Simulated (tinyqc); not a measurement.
From results back to parameters: Kronig-Penney superlattice by transfer matrices.

Problem. The bottom of the first miniband was computed from a hidden barrier width b.

Wells (width a, potential 0, mass mw) alternate with barriers (width b, height V0, mass mb); period d = a + b; c = hbar^2/2m0. The vector (psi, psi'/m) is continuous, and a layer of thickness t carries it by M = [[cos kt, (m/k) sin kt], [-(k/m) sin kt, cos kt]] with k = sqrt(m (E - V)/c); for E < V, k = i kappa gives [[cosh, (m/kappa) sinh], [(kappa/m) sinh, cosh]] of kappa t. A Bloch state obeys cos(q d) = tr(Mb Mw)/2.

Constants: hbar^2/2m0 = 3.80998211 eV angstrom^2.

Parameters, chosen for this exercise (near those of an InGaAs superlattice with barriers of InAlAs; shifted at random, so the results belong to these values and not to a real crystal): a = 74 angstrom (well width); V0 = 0.551 eV (barrier height); mw = 0.0403 m0 (mass in the wells); mb = 0.0714 m0 (mass in the barriers).

bottom of band 1 = 0.0742759 eV

Find: k; kappa; tanh(kappa b/2); b.

Solution. At q = 0 the lowest state is even about the centres of well and barrier: cos(kz) joins cosh, so (k/mw) tan(k a/2) = (kappa/mb) tanh(kappa b/2), which gives b.

k = 0.02803 1/angstrom
kappa = 0.09452 1/angstrom
tanh(kappa b/2) = 0.8891
b = 30.0 angstrom

Run: tinyqc, `OMP_NUM_THREADS=1 python tinyqc.py 1282769 1282770 out.jsonl`; Intel(R) Xeon(R) Processor @ 2.30GHz, one thread, shared host; about 0.05 s of CPU time with all checks.
